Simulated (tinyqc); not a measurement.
# Insulator thickness and V0 from two charges

Problem. In an undoped wire Vg - V0 = Q/Cox + Vt ln(Q/Q0) + Vt ln(1 + Q/Q0) at the source, with Q0 = 4 eps0 eps_r Vt/R and Cox = eps0 eox/(R ln(1 + tox/R)). Find Cox, tox and V0.

Parameters, values chosen for the exercise; material values close to those of silicon:
```
symbol  value  unit                                      meaning
T         300     K                                  temperature
eps_r    11.5         relative permittivity of the semiconductor
eox        23        relative permittivity of the gate insulator
R           5    nm                                  wire radius
```

Constants: q = 1.602176634e-19 C, kB = 1.380649e-23 J/K, Vt = kB T/q, eps0 = 8.8541878128e-14 F/cm where lengths are in cm. Results are converted to the units shown.

Qs at Vg = 0.84 and 1.24 V (nC/cm^2): [1155.1889, 3086.4783]

Answer. The two equations are linear in 1/Cox and V0; tox follows by inverting the logarithm.

Cox = 5.49 uF/cm^2
tox = 5.50 nm
V0 = 0.537 V

Numbers from tinyqc (`OMP_NUM_THREADS=1 python tinyqc.py 2460138 2460139 out.jsonl`; about 0.03 s on one thread of a shared Intel Xeon 2.30GHz).
